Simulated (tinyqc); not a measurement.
Threshold-voltage variability of a planar MOSFET, analytic estimates: one step of the calculation.

Three independent sources add in quadrature: random dopants in the depleted layer, metal-gate grains of two orientations, and roughness of the two gate edges acting through the roll-off VT = VT(long) - Vr exp(-L/l). These are first-order estimates: no three-dimensional electrostatics, no percolation.

Task. A rough gate as parallel slices. Eight equal slices in parallel have lengths L_i with mean L. Slice threshold shift: -Vr [exp(-L_i/l) - exp(-L/l)]; off current of a slice against the smooth gate: (L/L_i) exp(-shift/(n Vt)); the device has the mean.

Inputs (values chosen for the exercise); material values close to those of germanium:
- T = 300 K (temperature)
- L = 32 nm (gate length)
- l = 8.3 nm (decay length of the threshold roll-off)
- Vr = 1.2 V (prefactor of the roll-off)
- n = 1.2 (subthreshold factor)

Constants: q = 1.602176634e-19 C, kB = 1.380649e-23 J/K, Vt = kB T/q. Results are converted to the units shown.

L_i - L, slice 0 to 7 (nm): 3  0.7  -4.4  -4  2.2  3.5  -0.7  -0.3

Give: shift; Ioff factor; Ioff of the device against the smooth gate.

Result.

```
slice  shift (mV)  Ioff factor
0            7.70       0.7132
1            2.05       0.9159
2          -17.76        2.055
3          -15.73        1.897
4            5.91       0.7733
5            8.74       0.6801
6           -2.23        1.099
7           -0.93        1.040
```

Ioff of the device against the smooth gate = 1.147

Numbers from tinyqc (`OMP_NUM_THREADS=1 python tinyqc.py 2090149 2090150 out.jsonl`; about 0.01 s on one thread of a shared Intel Xeon 2.30GHz).
